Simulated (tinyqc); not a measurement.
# On-chip interconnect, size-dependent resistivity and RC delay: effects of single changes

A rectangular line between two neighbours and two ground planes. Surface and grain-boundary scattering are added to the bulk resistivity as corrections; capacitances are parallel-plate values without fringing; inductance is ignored.

Inputs (values chosen for the exercise); metal values close to those of copper: bulk resistivity rho0 = 1.67 uohm cm; bulk mean free path lam = 39.7 nm; specular share of surface scattering ps = 0.5; reflection coefficient of grain boundaries Rg = 0.45; grain size over the metal width gr = 1; drawn line width wd = 27 nm; aspect ratio, height over width AR = 2; liner on both walls and the bottom, not conducting tl = 1.5 nm; space to the neighbouring lines sp = 54 nm; dielectric height to the planes above and below hd = 50 nm; relative permittivity of the dielectric ek = 2.7; Miller factor of the neighbours Mf = 2; driver resistance Rd = 5600 ohm; load capacitance Cl = 0.27 fF; bulk resistivity of the second metal (close to ruthenium) rho2 = 7.88 uohm cm; mean free path of the second metal lam2 = 6.65 nm; liner of the second metal tl2 = 0.1 nm.

Constants: eps0 = 8.8541878128e-12 F/m. Results are converted to the units shown.

Each table varies one quantity; the others keep the values above.

## Delay against the line length

Metal width x = wd - 2 tl, height y = AR wd - tl; grain boundaries (Mayadas-Shatzkes): al = (lam/(gr x)) Rg/(1 - Rg), g = 1/[1 - 3 al/2 + 3 al^2 - 3 al^3 ln(1 + 1/al)] - 1; surfaces (Fuchs-Sondheimer, thick limit): s = (3/8) lam (1 - ps)(1/x + 1/y); rho = rho0 (1 + g + s); r = rho/(x y); c = eps0 ek (2 wd/hd + 2 Mf AR wd/sp). Elmore delay tE = Rd (c Lw + Cl) + r Lw (c Lw/2 + Cl); t50 is the time at which the far end of a ladder of 30 pi sections (half capacitances at both ends, Cl at the far end, a step applied through Rd) reaches half the step; line share r Lw/(Rd + r Lw); estimate 0.69 Rd (c Lw + Cl) + 0.38 r c Lw^2 + 0.69 r Lw Cl.

The same in every row: rho (uohm cm) = 5.519; r (ohm/um) = 43.80; c (fF/um) = 0.1214.

Results:
```
Lw (um)  tE (ps)  t50 (ps)  estimate (ps)  line share of the resistance (%)
1          2.207     1.530          1.523                            0.7762
3          3.612     2.508          2.494                             2.293
7          6.486     4.515          4.484                             5.191
20         16.41     11.51          11.40                             13.53
50         42.76     30.36          29.97                             28.12
400        703.9     525.5          515.5                             75.78
1000        3353      2531           2500                             88.66
3000     2.602e4   1.970e4        1.963e4                             95.91
```

Estimate the missing row, Lw = 100 um.

Computed row:
```
Lw (um)  tE (ps)  t50 (ps)  estimate (ps)  line share of the resistance (%)
100        97.30     70.19          69.00                             43.89
```

With this row back in the table: As Lw goes from 1 to 3000, r stays at 43.8 ohm/um, c stays at 0.121 fF/um and t50 rises from 1.53 to 19700 ps. t50/tE lies between 0.693 and 0.757, and the estimate is within 1.9 % of t50. The delay goes as Lw^(0.45) for the shortest lines and Lw^(1.87) for the longest; the line resistance equals Rd at 128 um.

## Two metals against line width

Metal width x = wd - 2 tl, height y = AR wd - tl; grain boundaries (Mayadas-Shatzkes): al = (lam/(gr x)) Rg/(1 - Rg), g = 1/[1 - 3 al/2 + 3 al^2 - 3 al^3 ln(1 + 1/al)] - 1; surfaces (Fuchs-Sondheimer, thick limit): s = (3/8) lam (1 - ps)(1/x + 1/y); rho = rho0 (1 + g + s); r = rho/(x y). The second metal has rho2, lam2 and tl2 in place of rho0, lam and tl; ps, Rg, gr and AR are shared.

Result of one run:
```
wd (nm)  rho, first (uohm cm)  rho, second (uohm cm)  r, first (ohm/um)  r, second (ohm/um)  ratio second/first
5                       45.62                  23.19            2.683e4                4881              0.1819
```

What becomes of these results when the drawn line width wd is changed from 5 to 10 nm, all else the same?

Result of the changed run:
```
wd (nm)  rho, first (uohm cm)  rho, second (uohm cm)  r, first (ohm/um)  r, second (ohm/um)  ratio second/first
10                      14.55                  15.49               1124               794.3              0.7069
```

The whole series:
```
wd (nm)  rho, first (uohm cm)  rho, second (uohm cm)  r, first (ohm/um)  r, second (ohm/um)  ratio second/first
5                       45.62                  23.19            2.683e4                4881              0.1819
6.5                     27.07                  19.61               6726                2413              0.3587
8                       19.58                  17.39               2701                1403              0.5193
10                      14.55                  15.49               1124               794.3              0.7069
13                      10.75                  13.74              438.7               414.5              0.9447
17                      8.198                  12.37              180.2               217.2               1.206
22                      6.509                  11.36              80.61               118.7               1.473
30                      5.100                  10.44              32.29               58.50               1.812
45                      3.896                  9.598              10.48               23.83               2.273
70                      3.081                  8.990              3.320               9.207               2.773
120                     2.488                  8.531             0.8917               2.968               3.329
```

The resistivity of the first metal falls from 45.6 to 2.49 uohm cm and that of the second goes from 23.2 to 8.53 uohm cm as the line widens. The products rho0 lam, which set the size effect, are 66.3 and 52.4 uohm cm nm. The two resistances cross at wd = 13.8 nm: below it the second metal gives the lower line resistance. For widths well under the mean free path the thick-limit surface term is only a guide.

Range of the model: The metal width is under the mean free path, where the thick-limit surface term and the simple sum of corrections lose accuracy.

Numbers from tinyqc (`OMP_NUM_THREADS=1 python tinyqc.py 2100157 2100158 out.jsonl`; about 0.01 s on one thread of a shared Intel Xeon 2.30GHz).
